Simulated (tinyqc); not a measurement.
# Resistance of a source-drain extension with a graded tip, step by step

Computed by the program tinyqc: `OMP_NUM_THREADS=1 python tinyqc.py 2282276 2282277 out.jsonl`, one thread of a shared Intel Xeon 2.30GHz, about 0.04 s for the whole run. Printed values are rounded.

y runs along the channel, the gate covers y > 0. The doping is N0 for y < y0 and N0 10^(-(y - y0)/la) beyond, uniform over the depth xj. Sheet conductance s(y) = q mu(N) max(N - Nch, 0) xj + (for y > 0) ma Cox Vo, with mu(N) = u0 + (u1 - u0)/(1 + (N/Nr)^au) and Cox = eps0 eox/tox. Current is taken as one-dimensional; depletion of the tip, spreading and the contact are left out. The metallurgical junction lies at yj, where N = Nch.

Parameters, values chosen for the exercise; mobility law close to that of holes in silicon:
```
symbol    value        unit                                                                 meaning
eox         3.9              relative permittivity of the gate insulator (close to silicon dioxide)
tox         1.2          nm                                                     insulator thickness
N0       1.1e20       cm^-3                        active doping of the extension far from the gate
la          5.7   nm/decade                                                      lateral abruptness
y0         -0.5          nm          position under the gate where the fall begins (gate edge at 0)
xj           25          nm                                                  depth of the extension
Nch      2.6e18       cm^-3                                                          channel doping
Vo         0.39           V                                                          gate overdrive
ma           88  cm^2/(V s)                                      mobility of the gate-induced layer
u1        470.5  cm^2/(V s)                                                  mobility at low doping
u0         44.9  cm^2/(V s)                                                 mobility at high doping
Nr      2.23e17       cm^-3                                                        reference doping
au        0.719                                                                            exponent
Lg           50          nm                                                             gate length
```

Constants: q = 1.602176634e-19 C, eps0 = 8.8541878128e-14 F/cm where lengths are in cm. Results are converted to the units shown.

## Sheet resistances and junction position

yj = y0 + la log10(N0/Nch); sheet resistance of the full extension 1/[q mu(N0)(N0 - Nch) xj] and of the gate-induced layer 1/(ma Cox Vo); metallurgical length Lg - 2 yj; ye is where the doped and the gate-induced conductances are equal.

yj = 8.77059 nm
sheet resistance of the extension = 467.050 ohm/square
sheet resistance of the induced layer = 10125.6 ohm/square
metallurgical length = 32.4588 nm
ye = 6.88802 nm
N at ye = 5.56223e18 cm^-3

The gate takes over 1.88 nm before the junction, where N is still 2.14 times the channel doping.

## Resistance of the overlapped part

Midpoint rule on 9 equal steps from 0 to yj: R_ov = sum h/s(y), per width.

```
point	y (nm)	N (cm^-3)	doped conductance (uS)	sheet resistance (ohm/square)
0	0.487255	7.38227e19	1465.33	639.350
1	1.46177	4.97993e19	1010.26	901.700
2	2.43628	3.35936e19	697.147	1256.43
3	3.41079	2.26616e19	479.814	1728.39
4	4.38530	1.52870e19	326.937	2349.09
5	5.35981	1.03123e19	217.212	3164.84
6	6.33432	6.95649e18	136.078	4258.25
7	7.30883	4.69271e18	73.5273	5804.27
8	8.28334	3.16560e18	22.6359	8237.53
```

R_ov = 27.617 ohm um

The exact integral is 27.788 ohm um; the coarse sum is 0.61 % below it.
